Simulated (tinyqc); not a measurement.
Strained L valleys, repopulation and conductivity mass: one step of the calculation.

A cubic crystal with four conduction valleys along the <111> axes under uniaxial stress X along [110] (X > 0 is tension); current along [-110]. Non-degenerate electrons, fixed total density, one relaxation time for all valleys and stresses, masses unchanged by strain, so the mobility goes as the mean inverse mass.

Task. Conductivity mass and mobility. Inverse mass along the current d = [-110]: (n.d)^2/ml + (1 - (n.d)^2)/mt; mu/mu0 = sum f (1/m) over the plain mean of 1/m.

Parameters, values chosen for the exercise:
- ml = 1.55 m0 (longitudinal mass)
- mt = 0.0809 m0 (transverse mass)

share f, valley [111] to [11-1]: 0.47821861  0.02178139  0.02178139  0.47821861

Find: 1/m along d; conductivity mass; unstrained value; mu/mu0.

Result.

1/m along d, valley [111] to [11-1] (1/m0): 12.361  4.5504  4.5504  12.361
conductivity mass = 0.083190 m0
unstrained value = 0.11826 m0
mu/mu0 = 1.4216

The possible range, all electrons in one kind of valley, is 0.538 to 1.46.

tinyqc, about 0.01 s, one thread, Intel Xeon 2.30GHz (shared host): `OMP_NUM_THREADS=1 python tinyqc.py 2530143 2530144 out.jsonl`
